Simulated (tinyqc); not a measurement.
Leakage through a gate insulator: direct, Fowler-Nordheim, trap-assisted and Poole-Frenkel currents. Changing the trap density N_t. Computed by tinyqc, a small Python program. Command: `OMP_NUM_THREADS=1 python tinyqc.py 3009801 3009802 out.jsonl oxideleak sweep`. One thread of a shared host (Intel(R) Xeon(R) Processor @ 2.30GHz), about 0.01 s of CPU time with the checks.

Electrons enter from the cathode Fermi level at x = 0; the conduction band of the insulator lies phi_b - e F x above it, F = V/t. WKB exponents use a parabolic band with mass m.

Inputs (values chosen for the exercise, with an insulator like Al2O3):

| quantity | value | unit |
|---|---|---|
| thickness t | 6.4 | nm |
| barrier phi_b | 2.21 | eV |
| tunnelling mass m | 0.38 | m_0 |
| static constant eps_ox | 9.14 | - |
| voltage across the insulator V | 1.6 | V |
| trap depth phi_t | 1.6 | eV |
| attempt rate nu_0 | 3e+12 | 1/s |
| activation of capture E_a | 0.16 | eV |
| temperature T | 350 | K |

Constants: hbar^2/(2 m_0) = 3.80998212 eV angstrom^2; e = 1.602176634e-19 C; hbar = 1.054571817e-34 J s; k_B = 8.617333262e-05 eV/K.

Method:
- For a level a distance phi(x) below the band, the WKB exponent is 2 int kappa dx with kappa = sqrt(m phi/(hbar^2/2m_0)); for a linear barrier from phi_1 down to phi_2 = max(phi_1 - e F d, 0) it is G = (4/3) sqrt(m/(hbar^2/2m_0)) (phi_1^(3/2) - phi_2^(3/2))/(e F).
- J_tun = e^3 F^2/(16 pi^2 hbar m phi_b) x exp(-G) / [1 - sqrt(phi_2/phi_b)]^2 with the free-electron mass in the cathode (m in m_0), phi_2 = max(phi_b - e V, 0): direct tunnelling for e V < phi_b, Fowler-Nordheim above. Image forces, back-flow and the limit on supply are left out, so J_tun is overstated below about 0.5 V.
- Equivalent oxide thickness = 3.9 t/eps_ox.
- A trap at depth x lies phi_t below the band. Capture: tunnel at the cathode Fermi level from 0 to x (G_in from phi_1 = phi_b), rate nu_0 exp(-G_in - E_c/k_B T) with E_c = E_a + max(phi_b - phi_t - e F x, 0), the last term being the height of the trap above the cathode Fermi level. Emission: tunnel from the trap level to the anode (G_out from phi_1 = phi_t over t - x), rate nu_0 exp(-G_out - E_a/k_B T). Re-emission to the cathode follows from detailed balance, rate_back = rate_in exp(dE/k_B T) with dE = phi_b - phi_t - e F x. Each trap passes R = rate_in rate_out/(rate_in + rate_back + rate_out) electrons per second; filling from the anode is left out.
- J_TAT = e N_t int_0^t R dx by the midpoint rule on 400 intervals; the most effective depth is the midpoint with the largest R, rounded to 0.01 nm.
- J = J_tun + J_TAT (the Poole-Frenkel bound is not added); the ratio J/J_tun is the excess that stress-made traps add.

One run for each value:

| trap density N_t (cm^-3) | total current J (A/cm^2) | J/J_tun | trap-assisted current J_TAT (A/cm^2) |
|---|---|---|---|
| 1.00e+16 | 1.661e-11 | 1.151e+02 | 1.646e-11 |
| 4.00e+16 | 6.600e-11 | 4.573e+02 | 6.586e-11 |
| 1.00e+17 | 1.648e-10 | 1.142e+03 | 1.646e-10 |
| 5.00e+17 | 8.233e-10 | 5.705e+03 | 8.232e-10 |
| 2.00e+18 | 3.293e-09 | 2.282e+04 | 3.293e-09 |
| 7.00e+18 | 1.152e-08 | 7.986e+04 | 1.152e-08 |
| 3.00e+19 | 4.939e-08 | 3.422e+05 | 4.939e-08 |
| 1.00e+20 | 1.646e-07 | 1.141e+06 | 1.646e-07 |

Describe and explain the trends.

Over the rows, total current J (A/cm^2) rises from 1.66e-11 to 1.65e-7 (exponent d ln y / d ln x about 1.00 throughout); J/J_tun rises from 115 to 1.14e6 (exponent d ln y / d ln x about 1.00 throughout); trap-assisted current J_TAT (A/cm^2) rises from 1.65e-11 to 1.65e-7 (exponent d ln y / d ln x about 1.0 throughout). The exponent of trap-assisted current J_TAT stays at 1: independent traps.

Extremes, crossings and ranges named in words are read from the listed rows.
